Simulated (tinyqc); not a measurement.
Worked calculation: coupled-perturbed Hartree-Fock on RHF in the sto-3g basis, for BeH2, spin multiplicity 1. One step of it, computed by the program tinyqc.

Problem. Coupled step 2. U_ai = -(mu_ai + sum_bj [4 (ai|bj) - (ab|ij) - (aj|bi)] U_bj) / (e_a - e_i); alpha = -4 sum U_ai mu_ai.

U after step 1:
```
           i1         i2         i3
a4  -0.000044  -0.018509  -0.198556
a5   0.000000   0.000000   0.000000
a6   0.001230   0.200479   2.104990
a7  -0.030231   0.686459  -0.038833
```

dipole integrals <a|y|i> (bohr):
```
           i1         i2         i3
a4   0.000336   0.009337   0.100566
a5   0.000000   0.000000   0.000000
a6  -0.006743  -0.126260  -1.341266
a7   0.135957  -0.690333   0.047358
```

orbital energies (hartree): MO1 -4.532992, MO2 -0.419625, MO3 -0.375433, MO4 0.212475, MO5 0.213791, MO6 0.360603, MO7 0.707964

Two-electron integrals over orbitals (pq|rs), unique and non-zero (hartree):
```
(11|11) 2.271910    (21|11) -0.185801   (21|21) 0.023547    (22|11) 0.458961
(22|21) -0.005224   (22|22) 0.387507    (31|11) 0.023717    (31|21) -0.002302
(31|22) 0.003806    (31|31) 0.005362    (32|11) -0.001304   (32|21) 0.001913
(32|22) 0.044100    (32|31) 0.010527    (32|32) 0.147675    (33|11) 0.420362
(33|21) -0.002791   (33|22) 0.375450    (33|31) -0.002405   (33|32) -0.036082
(33|33) 0.419419    (41|11) 0.023322    (41|21) -0.002772   (41|22) 0.001544
(41|31) 0.000377    (41|32) -0.000029   (41|33) 0.000851    (41|41) 0.015916
(42|11) -0.012232   (42|21) 0.000820    (42|22) 0.004560    (42|31) -0.000090
(42|32) 0.001108    (42|33) 0.005224    (42|41) 0.014561    (42|42) 0.047082
(43|11) 0.002256    (43|21) -0.000126   (43|22) 0.001690    (43|31) -0.000069
(43|32) 0.007767    (43|33) -0.002849   (43|41) -0.001905   (43|42) -0.004330
(43|43) 0.013713    (44|11) 0.568061    (44|21) -0.007268   (44|22) 0.353735
(44|31) 0.000893    (44|32) -0.000267   (44|33) 0.335271    (44|41) -0.003002
(44|42) -0.016008   (44|43) 0.002559    (44|44) 0.450584    (51|51) 0.015747
(52|51) 0.014814    (52|52) 0.046905    (53|51) -0.001939   (53|52) -0.004348
(53|53) 0.013062    (54|51) -0.001911   (54|52) -0.005101   (54|53) 0.000715
(54|54) 0.024663    (55|11) 0.569184    (55|21) -0.007216   (55|22) 0.354217
(55|31) 0.000892    (55|32) -0.000258   (55|33) 0.335250    (55|41) 0.000767
(55|42) -0.006015   (55|43) 0.001163    (55|44) 0.400911    (55|55) 0.449859
(61|11) -0.190758   (61|21) 0.024541    (61|22) -0.006054   (61|31) -0.003546
(61|32) -0.000483   (61|33) -0.002761   (61|41) -0.001286   (61|42) 0.002241
(61|43) -0.000295   (61|44) -0.006070   (61|55) -0.005615   (61|61) 0.026092
(62|11) 0.132703    (62|21) -0.005919   (62|22) -0.017762   (62|31) 0.000319
(62|32) -0.013391   (62|33) -0.037281   (62|41) 0.002212    (62|42) -0.002751
(62|43) 0.000006    (62|44) 0.063719    (62|55) 0.065550    (62|61) -0.004822
(62|62) 0.081061    (63|11) -0.027194   (63|21) 0.000855    (63|22) -0.023477
(63|31) -0.000572   (63|32) -0.087268   (63|33) 0.029382    (63|41) -0.000305
(63|42) 0.000061    (63|43) -0.007017   (63|44) -0.013636   (63|55) -0.013955
(63|61) 0.000830    (63|62) -0.006207   (63|63) 0.088345    (64|11) 0.011386
(64|21) 0.000173    (64|22) 0.001201    (64|31) 0.000046    (64|32) 0.000516
(64|33) -0.002964   (64|41) 0.015603    (64|42) 0.043737    (64|43) -0.006376
(64|44) -0.001416   (64|55) 0.004793    (64|61) 0.001909    (64|62) 0.013007
(64|63) -0.002778   (64|64) 0.047698    (65|51) 0.016060    (65|52) 0.045762
(65|53) -0.006730   (65|54) -0.003214   (65|65) 0.048841    (66|11) 0.461397
(66|21) -0.006675   (66|22) 0.374285    (66|31) 0.000052    (66|32) -0.009183
(66|33) 0.390402    (66|41) 0.004662    (66|42) 0.013705    (66|43) -0.002596
(66|44) 0.351137    (66|55) 0.353147    (66|61) -0.005950   (66|62) -0.024666
(66|63) 0.011268    (66|64) 0.008486    (66|66) 0.396726    (71|11) -0.008743
(71|21) 0.002473    (71|22) 0.004661    (71|31) 0.009341    (71|32) 0.017041
(71|33) -0.004586   (71|41) -0.000053   (71|42) 0.000064    (71|43) -0.000304
(71|44) -0.000202   (71|55) -0.000179   (71|61) 0.000455    (71|62) -0.000736
(71|63) 0.000231    (71|64) 0.000183    (71|66) -0.001618   (71|71) 0.018290
(72|11) 0.024525    (72|21) -0.000225   (72|22) -0.012070   (72|31) 0.004474
(72|32) -0.038583   (72|33) 0.005388    (72|41) 0.000083    (72|42) -0.002162
(72|43) -0.006283   (72|44) 0.011067    (72|55) 0.011163    (72|61) -0.001043
(72|62) 0.019282    (72|63) 0.059382    (72|64) 0.001104    (72|66) -0.000601
(72|71) 0.008169    (72|72) 0.059324    (73|11) 0.147596    (73|21) -0.004064
(73|22) 0.000546    (73|31) -0.000313   (73|32) -0.001597   (73|33) -0.017458
(73|41) 0.000026    (73|42) -0.008790   (73|43) 0.001988    (73|44) 0.068491
(73|55) 0.068879    (73|61) -0.003448   (73|62) 0.075200    (73|63) -0.019149
(73|64) 0.006522    (73|66) -0.020107   (73|71) -0.001527   (73|72) 0.009382
(73|73) 0.085048    (74|11) 0.000287    (74|21) -0.000175   (74|22) -0.003957
(74|31) -0.001290   (74|32) -0.014396   (74|33) 0.003907    (74|41) 0.000808
(74|42) 0.003990    (74|43) 0.012030    (74|44) -0.000345   (74|55) 0.000018
(74|61) 0.000197    (74|62) 0.001605    (74|63) 0.009391    (74|64) 0.001503
(74|66) 0.001579    (74|71) -0.002234   (74|72) 0.002989    (74|73) 0.000248
(74|74) 0.018481    (75|51) 0.000832    (75|52) 0.004162    (75|53) 0.012816
(75|54) -0.000190   (75|65) 0.001666    (75|75) 0.017018    (76|11) -0.001467
(76|21) 0.001381    (76|22) 0.037143    (76|31) 0.009603    (76|32) 0.133314
(76|33) -0.036911   (76|41) 0.000200    (76|42) 0.001600    (76|43) 0.008817
(76|44) 0.000340    (76|55) 0.000498    (76|61) -0.000725   (76|62) -0.010413
(76|63) -0.089596   (76|64) 0.001320    (76|66) -0.011338   (76|71) 0.015924
(76|72) -0.047604   (76|73) 0.000489    (76|74) -0.012777   (76|76) 0.134167
(77|11) 0.546544    (77|21) -0.007379   (77|22) 0.404880    (77|31) 0.001737
(77|32) 0.015494    (77|33) 0.413030    (77|41) 0.000738    (77|42) 0.001268
(77|43) 0.000784    (77|44) 0.378200    (77|55) 0.377866    (77|61) -0.007598
(77|62) -0.020315   (77|63) -0.007575   (77|64) -0.002887   (77|66) 0.409405
(77|71) 0.000870    (77|72) -0.006797   (77|73) 0.003410    (77|74) -0.001268
(77|76) 0.011319    (77|77) 0.455881
```

Give: U after step 2; polarisability.

Solution.

U after step 2:
```
         i1       i2       i3
a4   0.0000  -0.0192  -0.2034
a5   0.0000   0.0000   0.0000
a6   0.0012   0.2077   2.1501
a7  -0.0308   0.6934  -0.0375
```

polarisability = 13.6617 bohr^3
